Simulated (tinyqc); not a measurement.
# Metal-interlayer-semiconductor contact, depinning against tunnelling resistance, step by step

Numbers from tinyqc (`OMP_NUM_THREADS=1 python tinyqc.py 2270160 2270161 out.jsonl`; about 0.03 s on one thread of a shared Intel Xeon 2.30GHz). Printed values are rounded.

Zero bias, n-type semiconductor. Gap states at the semiconductor surface thin out as exp(-be ti), which unpins the barrier; electrons must then cross the interlayer (a rectangular barrier, no voltage drop across it) and the parabolic depleted layer, both by WKB. Energies E are counted from the Fermi level; no image force, parabolic bands.

Values chosen for this exercise; semiconductor values close to those of In0.53Ga0.47As; interlayer mass of the order of that in aluminium oxide, offset chosen freely: temperature T = 250 K; band gap Eg = 0.737 eV; relative permittivity eps_r = 13.5; electron affinity chi = 4.52 eV; conduction-band density of states at T Nc = 1.6e17 cm^-3; tunnelling mass in the semiconductor mt = 0.0412 m0; Richardson mass mA = 0.0414 m0; donor density Nd = 8.1e17 cm^-3; charge-neutrality level above the valence band E0 = 0.49 eV; pinning factor without interlayer S0 = 0.15; metal work function phiM = 4.6 eV; interlayer thickness ti = 0.8 nm; conduction-band offset of the interlayer above the semiconductor dE = 2.54 eV; tunnelling mass in the interlayer mi = 0.35 m0; decay constant of gap states through the interlayer be = 2.7 1/nm.

Constants: q = 1.602176634e-19 C, kB = 1.380649e-23 J/K, eps0 = 8.8541878128e-12 F/m, hbar = 1.054571817e-34 J s, h = 6.62607015e-34 J s, m0 = 9.1093837015e-31 kg, Vt = kB T/q, hbar^2/(2 m0) = 0.0380998212 eV nm^2. Results are converted to the units shown.

## Pinning, barrier and scales

S = 1/(1 + (1/S0 - 1) exp(-be ti)); phiB = S (phiM - chi) + (1 - S)(Eg - E0); xi = Ec - EF deep inside, from Nd = Nc F(-xi/Vt), F(x) = (2/sqrt(pi)) int_0^infinity sqrt(u) du/(1 + exp(u - x)); band bending U = phiB - xi; E00 = (hbar/2) sqrt(Nd/(eps0 eps_r mt m0)) in volts; A = 4 pi q mA m0 kB^2/h^3.

S = 0.604774
phiB = 0.146003 eV
xi = -0.0711259 eV
U = 0.217129 eV
E00 = 0.0224055 eV
A = 4.97517 A/(cm^2 K^2)

The interlayer moves the barrier from 0.222 eV to 0.146 eV; the unpinned limit is phiM - chi = 0.0800 eV. E00/Vt = 1.04: by the usual rule of thumb (0.5 to 5) thermionic-field emission.

## Exponents and integrand on an energy grid

E, point 0 to 12 (eV): -0.07  -0.04667  -0.02333  0  0.02333  0.04667  0.07  0.09333  0.11667  0.14  0.16333  0.18667  0.21

With U = phiB - xi: for xi < E < phiB, y = (E - xi)/U and G1 = (U/E00) [sqrt(1 - y) - y ln((1 + sqrt(1 - y))/sqrt(y))], G1 = 0 above phiB; G2 = 2 ti sqrt(mi max(phiB + dE - E, 0)/C), C = hbar^2/(2 m0); f = 1/(1 + exp(E/Vt)); integrand exp(-G1 - G2) f.

```
point       G1       G2           f  integrand (1e-6)
0      9.49874  8.05068    0.962647           0.02301
1      7.21263  8.01653    0.897185           0.21824
2      5.59351  7.98222    0.747049           0.94947
3      4.27421  7.94778         0.5           2.46052
4      3.16646  7.91319    0.252951           3.90127
5      2.23092  7.87843    0.102815           4.18430
6      1.44921  7.84353   0.0373533           3.43989
7      0.81389  7.80848   0.0129682           2.33472
8      0.33000  7.77325  0.00442700           1.33940
9      0.02986  7.73788  0.00150339           0.63618
10     0.00000  7.70235  5.09555e-4           0.23020
11     0.00000  7.66663  1.72514e-4           0.08077
12     0.00000  7.63077  5.84199e-5           0.02835
```

## Contact resistivity

1/rho_c = (A T^2/Vt^2) I, with I the trapezoid sum of the integrand over the grid.

I = 4.62016e-7 eV
rho_c = 0.0032306 ohm cm^2

A fine grid from xi upwards gives rho_c = 0.003225 ohm cm^2; the coarse value is 0.17 % above it. The integrand peaks at E = 0.040 eV, and 2.4 % of the current flows above phiB. Tunnelling through the interlayer costs a factor of 2630 at this barrier height; the bare contact (ti = 0) has rho_c = 1.21e-5 ohm cm^2, so with the interlayer rho_c is 267 times that.
